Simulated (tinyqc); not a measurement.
Worked calculation: tight binding, honeycomb lattice. Computed by tinyqc, a small Python program that keeps every step. Settings: t1 = 1.5, t2 = 0, phi = -1.99, delta = 0.59, points = 5. Command: `OMP_NUM_THREADS=1 python tinyqc.py 20379 20380 out.jsonl` (the two numbers bound the seeds that draw the settings). One thread of a shared host (Intel(R) Xeon(R) Processor @ 2.60GHz), about 0.01 s of CPU time with the checks.

## Bloch Hamiltonian at k

Parameters chosen for this model:

| parameter | value | unit |
|---|---|---|
| t1 | 1.500000 | eV, nearest |
| t2 | 0 | eV, second neighbours |
| phi | -1.990000 | rad, phase of t2 (Haldane) |
| delta | 0.590000 | eV, +/- on A and B |

k point k (fractions of the reciprocal vectors): -0.170000  0.250000

H_AB = -t1 (1 + exp(-i k.a1) + exp(-i k.a2)); H_AA = delta - 2 t2 sum cos(k.b + phi), H_BB = -delta - 2 t2 sum cos(k.b - phi), b = a1, a2 - a1, -a2.

H(k) at k (eV):
```
                     A                    B
A             0.590000  -2.222631+0.185540i
B  -2.222631-0.185540i            -0.590000
```

## Levels at k

Diagonalise the Hermitian matrix.

eigenvalues (eV): -2.307079  2.307079

weights |c|^2 of the basis functions:
```
     band 1    band 2
A  0.372133  0.627867
B  0.627867  0.372133
```

## Bloch Hamiltonian at K

k point K (fractions of the reciprocal vectors): 0.333333  0.666667

As before.

H(k) at K (eV):
```
          A          B
A  0.590000   0.000000
B  0.000000  -0.590000
```

## Levels at K

As before.

eigenvalues (eV): -0.590000  0.590000

weights |c|^2 of the basis functions:
```
     band 1    band 2
A  0.000000  1.000000
B  1.000000  0.000000
```

## Bands along a path

The same steps at evenly spaced points between the labelled ones.

Bands along the path (eV):

| k | band 1 | band 2 |
|---|---|---|
| G | -4.538513 | 4.538513 |
| G-K 0.25 | -4.140330 | 4.140330 |
| G-K 0.50 | -3.057466 | 3.057466 |
| G-K 0.75 | -1.611862 | 1.611862 |
| K | -0.590000 | 0.590000 |
| K-M 0.25 | -0.856819 | 0.856819 |
| K-M 0.50 | -1.246544 | 1.246544 |
| K-M 0.75 | -1.517195 | 1.517195 |
| M | -1.611862 | 1.611862 |
| M-K' 0.25 | -1.517195 | 1.517195 |
| M-K' 0.50 | -1.246544 | 1.246544 |
| M-K' 0.75 | -0.856819 | 0.856819 |
| K' | -0.590000 | 0.590000 |

With 1 band(s) filled, the highest filled level on these points lies at K and the lowest empty one at K: a gap of 1.1800 eV, direct.

## Chern number of the lower band

On a 5 x 5 mesh, the phase of the product of overlaps around each plaquette (k1 then k2); the sum over 2 pi is an integer.

plaquette phases (rad):
```
           1          2          3          4          5
1   0.000000  -0.040319  -0.127404   0.072988   0.021116
2   0.040319   0.000000  -0.541318  -0.831735   0.072988
3   0.127404   0.541318   0.000000  -0.541318  -0.127404
4  -0.072988   0.831735   0.541318   0.000000  -0.040319
5  -0.021116  -0.072988   0.127404   0.040319   0.000000
```

Chern number = 0.000000
